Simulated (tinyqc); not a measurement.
From results back to parameters: four-band model of biased bilayer graphene near K. Five cases, with inputs chosen for the exercise.

Problem. With g1 the hopping between the dimer sites, v0 the velocity of one layer (hbar v) and no skew hoppings, the direct gap at K is U and the smallest gap is U g1/sqrt(U^2 + g1^2), on a ring of radius (U/2 v0) sqrt((2 g1^2 + U^2)/(g1^2 + U^2)). The values below come from hidden g1 and v0.

Find: g1; v0.

Method. 1/gap^2 = 1/U^2 + 1/g1^2 gives g1; the radius then gives v0.

Case 1.

Values chosen (out of a larger set: near those used for Bernal bilayer graphene; not measured data): U = 0.36 eV (potential difference of the layers).

smallest gap = 0.2340345 eV
radius = 0.0367791 1/angstrom

Solution.

g1 = 0.308 eV
v0 = 5.837 eV angstrom

Case 2.

Values chosen (out of a larger set: near those used for Bernal bilayer graphene; not measured data): U = 0.37 eV (potential difference of the layers).

smallest gap = 0.2619823 eV
radius = 0.0365640 1/angstrom

Solution.

g1 = 0.371 eV
v0 = 6.200 eV angstrom

Case 3.

Values chosen (out of a larger set: near those used for Bernal bilayer graphene; not measured data): U = 0.41 eV (potential difference of the layers).

smallest gap = 0.2866788 eV
radius = 0.0433264 1/angstrom

Solution.

g1 = 0.401 eV
v0 = 5.773 eV angstrom

Case 4.

Values chosen (out of a larger set: near those used for Bernal bilayer graphene; not measured data): U = 0.08 eV (potential difference of the layers).

smallest gap = 0.0777349 eV
radius = 0.0084723 1/angstrom

Solution.

g1 = 0.329 eV
v0 = 6.583 eV angstrom

Case 5.

Values chosen (out of a larger set: near those used for Bernal bilayer graphene; not measured data): U = 0.28 eV (potential difference of the layers).

smallest gap = 0.2193689 eV
radius = 0.0296033 1/angstrom

Solution.

g1 = 0.353 eV
v0 = 6.008 eV angstrom

Computed by tinyqc, one run a case: `OMP_NUM_THREADS=1 python tinyqc.py N N+1 out.jsonl` with N = 1451714, 1451778, 1451796, 1451904, 1451945; one thread of a shared Intel(R) Xeon(R) Processor @ 2.30GHz, about 0.06 s a run at most.
